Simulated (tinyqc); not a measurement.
Charge neutrality of a doped semiconductor with incomplete ionisation: one step, computed by the program tinyqc. Command: `OMP_NUM_THREADS=1 python tinyqc.py 3012494 3012495 out.jsonl dopant walk`. One thread of a shared host (Intel(R) Xeon(R) Processor @ 2.30GHz), about 0.02 s of CPU time with the checks.

Energies are counted from the top of the valence band; E_D is measured down from the conduction band and E_A up from the valence band.

Task: Gap and effective densities of states. E_g = E_g0 - alpha T^2/(T + beta). N_c = 2 M_c (2 pi m_e k_B T/h^2)^(3/2) and N_v = 2 (2 pi m_h k_B T/h^2)^(3/2), masses in units of m_0. n_i = sqrt(N_c N_v) exp(-E_g/(2 k_B T)); E_i = E_g/2 + (k_B T/2) ln(N_v/N_c).

Inputs (values chosen for the exercise, modelled on GaSb):
```
quantity              value  unit
gap at 0 K E_g0       0.798    eV
Varshni alpha      0.000417  eV/K
Varshni beta            136     K
electron mass m_e    0.0392   m_0
valleys M_c               1     -
hole mass m_h         0.395   m_0
temperature T           300     K
```

Doping: n-type. Statistics of the bands: Fermi-Dirac.

Constants: m_0 = 9.1093837015e-31 kg; k_B = 1.380649e-23 J/K; h = 6.62607015e-34 J s; k_B = 8.617333262e-05 eV/K.

Give: gap E_g; N_c; N_v; k_B T; intrinsic density n_i; intrinsic level E_i.

Result:

gap E_g = 0.71192 eV

N_c = 1.9476e+17 cm^-3

N_v = 6.2297e+18 cm^-3

k_B T = 0.025852 eV

intrinsic density n_i = 1.1537e+12 cm^-3

intrinsic level E_i = 0.40075 eV
